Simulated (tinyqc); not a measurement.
Atomic layer deposition: Langmuir saturation, growth per cycle and coating of deep features: one step, computed by the program tinyqc.

Precursor A sticks only on free sites, so a long enough pulse saturates; co-reactant B then frees the sites again.

Problem. Exposure for a deep feature. Diffusion-limited filling (Gordon) of a long trench of width w, hydraulic diameter 2w, so that a is replaced by a/2 in the hole formula: t = (q/F)(1 + 19a/8 + 3a^2/8). Reaction-limited filling needs ln(100)/k_a at any depth, k_a = beta F/q. Flow is molecular. The front picture holds when the modulus (a/2) sqrt(beta) is well above 1. Depth reached by the given pulse: solve the same formula for a. Exposure = p x diffusion-limited time; 1 langmuir = 1.33322e-4 Pa s.

Inputs (values chosen for the exercise, modelled on zinc oxide from diethylzinc and water):

| quantity | value | unit |
|---|---|---|
| site density q | 7.6 | 1/nm^2 |
| sticking probability beta on free sites | 0.0061 | - |
| precursor pressure p | 0.55 | Pa |
| temperature T | 200 | C |
| pulse time t | 0.15 | s |
| aspect ratio a | 120 | - |

Feature: long trench.

flux F = 5982.687 1/(nm^2 s)

Give: diffusion-limited time; exposure; modulus; aspect ratio reached by the front in time t.

Solution.

diffusion-limited time = 7.2231 s

exposure = 29798 langmuir

modulus = 4.6861

aspect ratio reached by the front in time t = 14.784

Caution: for a long trench the a/2 rule ignores the ln(a)/a transmission of a slit, so times at large a are too long. Caution: the pulse is shorter than ln(100)/k_a, so even the open surface is not saturated and the depth reached has no meaning. Caution: the depth reached is formal here: it is under 4/sqrt(beta), so no sharp front has formed.
